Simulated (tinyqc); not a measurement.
Formation energy of a charged point defect from supercell energies: one step, computed by the program tinyqc.

The host is a compound AB. Making the defect adds n_A = 0, n_B = -1 atoms to the cell. All total energies are inputs. E_F is counted from the valence-band maximum (VBM); x = 0 is A-rich and x = 1 B-rich growth.

Problem. Transition levels and the lower envelope. eps(q/q') = [E_f(q', 0) - E_f(q, 0)]/(q - q'). U of state q is eps(q/q-1) - eps(q+1/q). The stable state at each E_F is the lowest line E_f(q, 0) + q E_F.

Inputs (values chosen for the exercise, with gap and screening modelled on CdS): gap E_g = 2.51 eV; dielectric constant eps = 8.61; cell length L = 9.16 angstrom.

Defect: vacancy of B. Supercell lattice: bcc.

charge states q: 2  1  0

E_f(q, 0) (eV): (q=+2) 1.504651, (q=+1) 3.483588, (q=0) 4.274900

Give: One-electron levels above the VBM (eV); Stable states.

Solution.

One-electron levels above the VBM (eV):
```
level    energy  U of the state between this level and the next
(+2/+1)   1.979                                          -1.188
(+1/0)    0.791                                               -
```

Stable states:
```
q   from E_F (eV)  to E_F (eV)
+2          0.000        1.385
0           1.385        2.510
```

Stable in the gap, from the VBM up: +2, 0. State +1 is never the lowest: its U is negative, so two such centres gain by exchanging an electron. Caution: the largest image-charge correction in these energies, q^2 alpha e^2/(8 pi eps_0 eps L) with alpha = 2.888462, exceeds a quarter of the gap; the point-charge term alone is then a rough estimate, usually too large for a charge that is spread out.
